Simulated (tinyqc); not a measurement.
# p-type polysilicon, carrier trapping at grain boundaries: effects of single changes

One-dimensional grains of size Lg, uniform ionised doping N, monovalent traps Qt at each boundary at a depth Et below (for electrons) or above (for holes) the band edge there, abrupt depletion of width W on each side of a boundary, Boltzmann statistics. xi is the distance from the band edge at the grain centre to the Fermi level. Trapped charge Qt/(1 + exp((xi + VB - Et)/Vt)) = 2 N W, barrier VB = q N W^2/(2 eps0 eps_r).

Parameters, values chosen for the exercise; values of the order met in polycrystalline silicon:
- T = 300 K (temperature)
- eps_r = 11.7 (relative permittivity)
- NB = 2.65e19 cm^-3 (valence-band density of states at T)
- Lg = 47 nm (grain size)
- Qt = 1.4e12 cm^-2 (trap density of a grain boundary)
- Et = 0.35 eV (depth of the trap level from the majority band edge at the boundary)
- ms = 0.38 m0 (mass for thermionic emission)
- fe = 0.12 (correction factor of the emission rate)
- mug = 50 cm^2/(V s) (mobility inside the grains)
- N = 6.3e16 cm^-3 (doping)

Constants: q = 1.602176634e-19 C, kB = 1.380649e-23 J/K, m0 = 9.1093837015e-31 kg, Vt = kB T/q, eps0 = 8.8541878128e-14 F/cm where lengths are in cm. Results are converted to the units shown.

Each table varies one quantity; the others keep the values above.

## Effect of the doping

If the trap equation with xi = Vt ln(NB/N) has a root W < Lg/2, the grain is partly depleted; otherwise W = Lg/2 and the trap equation gives xi = Et - VB + Vt ln(Qt/(N Lg) - 1). N* = Qt/Lg. n0 = NB exp(-xi/Vt); mean density n0 (1 - 2 W/Lg) by charge balance in a partly depleted grain, and n0 (sqrt(pi)/2) erf(u)/u with u = sqrt(VB/Vt) in a fully depleted one; v = sqrt(kB T/(2 pi ms m0)); barrier resistivity Vt exp(VB/Vt)/(q fe n0 v Lg); grain resistivity (1 - 2 W/Lg)/(q n0 mug); effective mobility 1/(q mean density total resistivity). Rows with xi above 0.45 V, towards mid-gap, are left out, since the other carrier type is ignored.

Effect of the doping:
columns A: N (cm^-3); B: N/N*; C: depleted share 2 W/Lg; D: VB (V); E: xi (V); F: mean density (cm^-3); G: resistivity (ohm cm); H: effective mobility (cm^2/(V s))
```
A              B         C          D         E          F         G       H
1.5e16  0.050357    1.0000  0.0064058   0.41952  2.1924e12     35369  80.492
3e16     0.10071    1.0000   0.012812   0.39379  5.5051e12     16747  67.701
6e16     0.20143    1.0000   0.025623   0.35999  1.7781e13    7435.6  47.208
1.2e17   0.40286    1.0000   0.051246   0.30893  1.0275e14    2780.0  21.851
2.4e17   0.80571    1.0000    0.10249   0.21074  3.3836e15    452.26  4.0788
4.9e17    1.6450   0.60705   0.077112   0.10316  1.9255e17    2.7417  11.823
9.8e17    3.2900   0.30390   0.038653  0.085243  6.8218e17   0.38702  23.640
2e18      6.7143   0.14893   0.018944  0.066802  1.7021e18   0.12133  30.222
4e18      13.429  0.074467  0.0094726  0.048882  3.7021e18  0.052527  32.097
8e18      26.857  0.037234  0.0047364  0.030963  7.7021e18  0.024865  32.590
```

What does the comparison show, and why?

As N goes from 1.5e16 to 8e18, VB goes from 0.00641 through a maximum of 0.102 (at N = 2.4e17 among the rows listed) to 0.00474 V, the resistivity falls from 35400 to 0.0249 ohm cm and the effective mobility goes from 80.5 through a minimum of 4.08 (at N = 2.4e17 among the rows listed) to 32.6 cm^2/(V s). The steepest fall of the resistivity among the rows, as N^(-7.2), lies between N = 2.4e17 and 4.9e17 cm^-3; N* = 2.98e17 cm^-3. While the grain is fully depleted VB grows as N; once the traps are full it falls as 1/N. For N = 4e18, 8e18 xi is under 2.5 Vt, where Boltzmann statistics begin to fail. For N = 1.5e16, 3e16, 6e16, 2e18, 4e18, 8e18 VB is below Vt, where abrupt depletion and thermionic emission are rough. For N = 1.5e16, 3e16 the effective mobility exceeds mug, since drift through the depleted part of the grain is left out.

## Effect of the grain size

Same model as above.

N* = Qt/Lg.

Results:
columns A: Lg (nm); B: N/N*; C: depleted share 2 W/Lg; D: VB (V); E: xi (V); F: mean density (cm^-3); G: resistivity (ohm cm); H: effective mobility (cm^2/(V s))
```
A           B        C          D        E          F         G        H
10   0.045000   1.0000  0.0012179  0.42776  1.6998e12  1.8707e5   19.628
17   0.076500   1.0000  0.0035199  0.41087  3.1733e12     62596   31.422
31    0.13950   1.0000   0.011704  0.38533  7.7313e12     17540   46.026
94    0.42300   1.0000    0.10762  0.25041  7.1238e14    1279.2   6.8494
160   0.72000  0.77592    0.18771  0.15619  1.4117e16    435.68   1.0148
290    1.3050  0.42809    0.18771  0.15619  3.6030e16    241.26  0.71801
500    2.2500  0.24829    0.18771  0.15619  4.7358e16    140.77  0.93628
```

Estimate the missing row, Lg = 53 nm.

Computed row:
columns A: Lg (nm); B: N/N*; C: depleted share 2 W/Lg; D: VB (V); E: xi (V); F: mean density (cm^-3); G: resistivity (ohm cm); H: effective mobility (cm^2/(V s))
```
A         B       C         D        E          F       G       H
53  0.23850  1.0000  0.034212  0.34580  2.8391e13  5310.4  41.398
```

With this row back in the table: As Lg goes from 10 to 500, VB rises from 0.00122 to 0.188 V, the resistivity falls from 1.87e5 to 141 ohm cm and the effective mobility moves up and down between 0.718 and 46.0 cm^2/(V s). For Lg = 10, 17, 31 VB is below Vt, where abrupt depletion and thermionic emission are rough. For Lg = 160 the grain is near the changeover between partial and full depletion, within a few Debye lengths, where both limits are rough.

Computed by the program tinyqc: `OMP_NUM_THREADS=1 python tinyqc.py 2830183 2830184 out.jsonl`, one thread of a shared Intel Xeon 2.30GHz, about 0.01 s for the whole run.
